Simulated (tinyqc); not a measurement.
## Narrowing from the saturation current

Inverse problem. A uniform n-type emitter has J0 = (q p0 D/L)(s + tanh(W/L))/(1 + s tanh(W/L)), D = mup Vt, s = S L/D, and p0 = (ni^2/N) exp(dE_app/kB T), where dE_app = dEg + kB T ln[(N/Nc) exp(-eta)]. Find p0, dE_app and dEg.

Parameters, values chosen for the exercise; band and dielectric values close to those of silicon:

| symbol | value | unit | meaning |
|---|---|---|---|
| T | 300 | K | temperature |
| Nc | 2.82e19 | cm^-3 | conduction-band density of states at 300 K |
| N | 1.7e20 | cm^-3 | ionised donor density |
| mup | 190 | cm^2/(V s) | minority-hole mobility |
| W | 820 | nm | emitter width |
| S | 1.9e6 | cm/s | recombination velocity at the contact |

Constants: q = 1.602176634e-19 C, kB = 1.380649e-23 J/K, Vt = kB T/q. Results are converted to the units shown.

J0 = 87.263361 fA/cm^2
L = 284.35876 nm
ni = 8.8304558e9 cm^-3
converged eta = 3.7753554

Answer. J0 gives p0, its ratio to ni^2/N gives dE_app, and the degeneracy term is taken off.

p0 = 3.14 cm^-3
dE_app = 49.7 meV
dEg = 101 meV

Program tinyqc, `OMP_NUM_THREADS=1 python tinyqc.py 2330012 2330013 out.jsonl`; Intel Xeon 2.30GHz, shared host, one thread, about 0.01 s.
